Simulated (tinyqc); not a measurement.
## Gate sheet resistance from two finger widths

Question. At low frequency R = Rsh Wf/(3 L) + B/Wf, where B collects the channel and vertical terms. Find Rsh, B and the width of lowest R.

Inputs (values chosen for the exercise):
- L = 0.051 um (channel length)

input resistance of single fingers, contacted at one end, of width 0.71 and 6.6 um (ohm): 277.08092  1436.8627

Answer. R Wf is a straight line in Wf^2; the minimum of R lies where both terms are equal.

Rsh = 33.00 ohm/square
B = 88.00 ohm um
width of lowest R = 0.6387 um

Computed by the program tinyqc: `OMP_NUM_THREADS=1 python tinyqc.py 2262237 2262238 out.jsonl`, one thread of a shared Intel Xeon 2.30GHz, about 0.01 s for the whole run.
